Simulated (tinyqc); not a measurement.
Diamond against structures with more neighbours: Stillinger-Weber potential for a tetrahedral semiconductor. Computed by tinyqc, a small Python program. Command: `OMP_NUM_THREADS=1 python tinyqc.py 3004756 3004757 out.jsonl swsi walk`. One thread of a shared host (Intel(R) Xeon(R) Processor @ 2.30GHz), about 0.03 s of CPU time with the checks.

With x = r/sigma: pair term eps A (B x^-4 - 1) exp(1/(x - a)); for each pair of neighbours j, k of atom i, three-body term eps lambda exp(gamma/(x_ij - a) + gamma/(x_ik - a)) (cos theta_jik + 1/3)^2; both vanish beyond x = a. A = 7.049556277, B = 0.6022245584, a = 1.8.

Inputs (values chosen for the exercise, modelled on silicon):

| quantity | value | unit |
|---|---|---|
| energy scale eps | 2.178 | eV |
| length scale sigma | 2.111 | angstrom |
| three-body strength lambda | 21.1 | - |
| gamma | 1.2 | - |

Method. Each structure is relaxed in its neighbour distance d (lowest minimum for d between sigma and 1.7 sigma), with all neighbours inside the cut-off, second shells too where they fall inside.

Energies per atom (eV):

| structure | first neighbours | d (angstrom) | pair | three-body | total | volume (angstrom^3) |
|---|---|---|---|---|---|---|
| diamond | 4 | 2.3695 | -4.3560 | 0.0000 | -4.3560 | 20.483 |
| simple cubic | 6 | 2.6329 | -5.6674 | 1.5947 | -4.0727 | 18.252 |
| bcc | 8 | 2.8323 | -6.4055 | 2.3429 | -4.0626 | 17.491 |
| fcc | 12 | 2.9553 | -6.3779 | 2.4315 | -3.9464 | 18.251 |

What does the comparison show, and why?

The order is diamond < simple cubic < bcc < fcc, the lowest two 0.283 eV apart. Against diamond the pair energy changes by -1.31 (simple cubic), -2.05 (bcc), -2.02 (fcc) eV, while angles away from 109.47 degrees cost 1.59, 2.34, 2.43 eV; the bonds stretch to 2.96 angstrom in fcc to weaken that penalty.

Extremes, crossings and ranges named in words are read from the listed rows.
